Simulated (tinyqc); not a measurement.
Inside a calculation. Model: free and trapped electrons in a MOS channel with a dense trap tail.

tinyqc, about 0.02 s, one thread, Intel Xeon 2.30GHz (shared host): `OMP_NUM_THREADS=1 python tinyqc.py 2222235 2222236 out.jsonl` Printed values are rounded.

p-type body, charge-sheet picture, full ionisation (an idealisation for deep acceptors), Boltzmann statistics for free electrons. e = Ec - EF at the surface. Acceptor-like traps of density D(E) = D0 + De exp(-E/Ew) at depth E below Ec, from 0 to Eu, hold n_t = integral of D(E)/(1 + exp((e - E)/Vt)). psi = Eg - Vt ln(Nv/Na) - e; N_dep = sqrt(2 eps0 eps_r Na (psi - Vt)/q); n_f = sqrt(N_dep^2 + 2 eps0 eps_r Vt Nc exp(-e/Vt)/q) - N_dep; Vg = Vfb + psi + q (N_dep + n_t + n_f)/Cox, Cox = eps0 eox/tox.

Inputs (values chosen for the exercise); band and dielectric values close to those of silicon: temperature T = 250 K; band gap Eg = 1.13 eV; relative permittivity eps_r = 11.7; conduction-band density of states at T Nc = 2.17e19 cm^-3; valence-band density of states at T Nv = 1.99e19 cm^-3; relative permittivity of the insulator eox = 3.9; insulator thickness tox = 57 nm; acceptor density Na = 7.2e16 cm^-3; flat-band voltage without trapped charge Vfb = -0.72 V; constant background density of acceptor-like traps D0 = 7.7e10 cm^-2 eV^-1; density of the tail at the conduction edge De = 4.7e12 cm^-2 eV^-1; decay energy of the tail Ew = 0.06 eV; depth below Ec down to which the traps reach Eu = 0.65 eV; mobility of free electrons mf = 100 cm^2/(V s); Ec - EF at the surface e = 0.033 eV.

Constants: q = 1.602176634e-19 C, kB = 1.380649e-23 J/K, Vt = kB T/q, eps0 = 8.8541878128e-14 F/cm where lengths are in cm. Results are converted to the units shown.

Range of the model: EF lies less than 2 Vt below the band edge, or above it, where degeneracy and confinement, left out, matter.

## Trapped charge

Trapezoid rule on 14 equal steps from 0 to Eu, f = 1/(1 + exp((e - E)/Vt)).

| point | E (eV) | D(E) f (cm^-2 eV^-1) |
|---|---|---|
| 0 | 0 | 8.490210e11 |
| 1 | 0.04642857 | 1.461366e12 |
| 2 | 0.09285714 | 1.013943e12 |
| 3 | 0.1392857 | 5.343786e11 |
| 4 | 0.1857143 | 2.895003e11 |
| 5 | 0.2321429 | 1.751108e11 |
| 6 | 0.2785714 | 1.222603e11 |
| 7 | 0.325 | 9.787694e10 |
| 8 | 0.3714286 | 8.662959e10 |
| 9 | 0.4178571 | 8.144168e10 |
| 10 | 0.4642857 | 7.904873e10 |
| 11 | 0.5107143 | 7.794498e10 |
| 12 | 0.5571429 | 7.743588e10 |
| 13 | 0.6035714 | 7.720105e10 |
| 14 | 0.65 | 7.709273e10 |

n_t = 2.152983e11 cm^-2

With 1600 steps n_t = 2.187e11 cm^-2; the coarse value is 1.6 % below it.

## Charges and gate voltage

psi, N_dep, n_f and Vg as defined, with the n_t given; free share n_f/(n_f + n_t); apparent mobility mf n_f/(n_f + n_t); gate voltage spent on traps q n_t/Cox.

psi = 0.9758875 V
N_dep = 9.426400e11 cm^-2
n_f = 5.390046e11 cm^-2
Vg = 4.743746 V
free share = 71.45732 %
apparent mobility = 71.45732 cm^2/(V s)
gate voltage spent on traps = 0.5693935 V
